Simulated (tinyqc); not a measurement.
Worked calculation: molecular dynamics of a small cluster by velocity Verlet steps. Computed by tinyqc, a small Python program that keeps every step. Command: `OMP_NUM_THREADS=1 python tinyqc.py 3016316 3016317 out.jsonl verlet walk`. One thread of a shared host (Intel(R) Xeon(R) Processor @ 2.30GHz), about 0.1 s of CPU time with the checks. Intermediate numbers are printed to about 7 digits and carried at full precision; extremes and crossings named in words are read from the listed rows.

E = sum_(i<j) phi(r_ij), phi(r) = eps [exp(-2 alpha (r - r0)) - 2 exp(-alpha (r - r0))]; the force on i is -sum_j phi'(r_ij) (R_i - R_j)/r_ij.

Inputs (values chosen for the exercise, for model atoms): length r0 = 3.04 angstrom; well depth eps = 0.25 eV; stiffness alpha = 1.3 1/angstrom; atomic mass M = 124 u; time step dt = 22 fs; steps = 200; target temperature T0 = 100 K; coupling time tau = 200 fs.

Potential: Morse. Thermostat: Berendsen.

starting positions (angstrom), rows atom 1, atom 2, atom 3, atom 4, columns x, y, z:
$$\begin{pmatrix}
0.02 & 0.01 & 0 \\
3.04 & 0.01 & -0.01 \\
1.54 & 2.63 & -0.05 \\
1.55 & 0.91 & 2.44
\end{pmatrix}$$

starting velocities (angstrom/fs), rows atom 1, atom 2, atom 3, atom 4, columns x, y, z:
$$\begin{pmatrix}
0.00058 & 0.00068 & 0.00016 \\
-6e-05 & 0.00033 & -0.00033 \\
-0.00128 & 0.00021 & 0.0003 \\
0.00077 & -0.00122 & -0.00012
\end{pmatrix}$$

Constants: 1 eV/(angstrom u) = 9.648533212e-03 angstrom/fs^2; k_B = 8.617333262e-05 eV/K.

## State at the start

Velocity Verlet: a = c F/M with c = 9.648533212e-3 angstrom/fs^2 per eV/(angstrom u); R(new) = R + v dt + a dt^2/2; v(new) = v + (a + a(new)) dt/2. Kinetic energy K = M v^2/(2c); temperature T = 2K/((3N - 3) k_B), rotation of the cluster included. After each step v is scaled by sqrt(1 + (dt/tau)(T0/T - 1)).

forces (eV/angstrom), rows atom 1, atom 2, atom 3, atom 4, columns x, y, z:
$$\begin{pmatrix}
-0.03227865 & -0.01386611 & -0.01595528 \\
0.04211278 & -0.02518572 & -0.02529360 \\
-0.00451491 & 0.03047931 & -0.01016230 \\
-0.00531922 & 0.00857252 & 0.05141118
\end{pmatrix}$$

potential energy = -1.498761 eV

kinetic energy = 0.03157661 eV

temperature = 81.42920 K

## Step 1

The formulas are those given above.

positions after step 1 (angstrom), rows atom 1, atom 2, atom 3, atom 4, columns x, y, z:
$$\begin{pmatrix}
0.032152 & 0.024699 & 0.003220 \\
3.039473 & 0.016786 & -0.017736 \\
1.511755 & 2.635194 & -0.043591 \\
1.566840 & 0.883321 & 2.438328
\end{pmatrix}$$

new forces (eV/angstrom), rows atom 1, atom 2, atom 3, atom 4, columns x, y, z:
$$\begin{pmatrix}
-0.06369801 & -0.04025409 & -0.02592946 \\
0.05493371 & -0.01921792 & -0.03675015 \\
0.01386936 & 0.03791667 & -0.00170763 \\
-0.00510506 & 0.02155533 & 0.06438723
\end{pmatrix}$$

velocities after step 1 (angstrom/fs), rows atom 1, atom 2, atom 3, atom 4, columns x, y, z:
$$\begin{pmatrix}
0.000505736 & 0.000643713 & 0.000126116 \\
0.000023429 & 0.000296618 & -0.000389171 \\
-0.001292137 & 0.000272794 & 0.000294430 \\
0.000773130 & -0.001213125 & -0.000021217
\end{pmatrix}$$

total energy = -1.466188 eV

## Step 2

The formulas are those given above.

positions after step 2 (angstrom), rows atom 1, atom 2, atom 3, atom 4, columns x, y, z:
$$\begin{pmatrix}
0.042079 & 0.038103 & 0.005506 \\
3.041023 & 0.022949 & -0.026990 \\
1.483589 & 2.641909 & -0.037146 \\
1.583753 & 0.857039 & 2.439074
\end{pmatrix}$$

new forces (eV/angstrom), rows atom 1, atom 2, atom 3, atom 4, columns x, y, z:
$$\begin{pmatrix}
-0.08819428 & -0.06431721 & -0.03250962 \\
0.06044256 & -0.01005041 & -0.04456122 \\
0.03281030 & 0.04130093 & 0.00854053 \\
-0.00505858 & 0.03306669 & 0.06853031
\end{pmatrix}$$

velocities after step 2 (angstrom/fs), rows atom 1, atom 2, atom 3, atom 4, columns x, y, z:
$$\begin{pmatrix}
0.000382828 & 0.000564680 & 0.000077535 \\
0.000124490 & 0.000276698 & -0.000467436 \\
-0.001275844 & 0.000347034 & 0.000305953 \\
0.000778876 & -0.001188413 & 0.000094299
\end{pmatrix}$$

total energy = -1.465045 eV

## Fastest vibration

Relax the cluster, diagonalise the Hessian (central differences): omega_max = sqrt(c lambda_max/M). Verlet steps are stable for omega_max dt < 2.

omega_max = 0.01621729 1/fs

shortest period = 387.4373 fs

omega_max dt = 0.3567805

The step is 1/17.6 of the shortest period.

## The trajectory

Spread = largest minus smallest value. The test of the step is the spread (largest minus smallest) of the total energy over the run without thermostat, against the spread of K; the step passes below 5 %. The mean T is over the second half.

Course of the run (evenly spaced rows):
```
step  t (fs)     U (eV)      K (eV)  U + K (eV)     T (K)
0          0  -1.498761  0.03157661   -1.467184   81.4292
14       308  -1.493568  0.04057412   -1.452994  104.6318
28       616  -1.484877  0.03246713   -1.452410   83.7256
42       924  -1.494034  0.04038728   -1.453647  104.1500
56      1232  -1.490047  0.03705765   -1.452989   95.5636
70      1540  -1.493782  0.04206673   -1.451716  108.4809
84      1848  -1.482372  0.03169362   -1.450679   81.7309
98      2156  -1.493136  0.03880377   -1.454332  100.0665
112     2464  -1.494643  0.04158839   -1.453054  107.2474
126     2772  -1.495863  0.04241418   -1.453449  109.3769
140     3080  -1.491128  0.03866645   -1.452462   99.7123
154     3388  -1.490753  0.03537897   -1.455374   91.2347
168     3696  -1.498091  0.04239176   -1.455700  109.3191
182     4004  -1.492319  0.03816144   -1.454158   98.4100
196     4312  -1.490813  0.03697058   -1.453842   95.3390
```

spread of the total energy = 2.722576e-04 eV

spread of the total over spread of K = 0.01804887

mean temperature = 99.96203 K

The total energy keeps within 1.8 % of the swings of K, so the step passes. With the thermostat the mean T is 100 K, against the target 100 K; the scaling adds or removes energy, so U + K is not conserved in the table.

## Energy conservation against the time step

Velocity Verlet: a = c F/M with c = 9.648533212e-3 angstrom/fs^2 per eV/(angstrom u); R(new) = R + v dt + a dt^2/2; v(new) = v + (a + a(new)) dt/2. Kinetic energy K = M v^2/(2c); temperature T = 2K/((3N - 3) k_B), rotation of the cluster included. Runs without thermostat over the same span of time, steps x dt; spread = largest minus smallest value. For contrast, the energy gained over the first 30 dt (dt of the inputs) by explicit Euler steps: R(new) = R + v dt, v(new) = v + a dt.

Energy error (eV):
```
dt (fs)  omega_max dt  Verlet, spread of U + K  Euler, gain in U + K
2.75         0.044598             4.325029e-06          4.741108e-03
5.50         0.089195             1.727460e-05          1.147601e-02
11.00        0.178390             6.879472e-05          3.493213e-02
22.00        0.356780             2.722576e-04          1.792871e-01
44.00        0.713561             1.085000e-03          3.320185e+00
66.00        1.070341             2.372249e-03          4.430008e+01
```

The Verlet error grows as dt^2.00 between the first rows, the second order of the method. Euler steps gain energy steadily: over that short span the gain in the first row is already 1100 times the Verlet spread of the whole run, and it grows as dt^1.28, tending to the first order of that method as dt shrinks. Caution: where the Euler gain approaches or exceeds the binding energy the cluster has blown apart.

Checks made by the program: time reversal over 50 steps (relative difference below 1e-10).
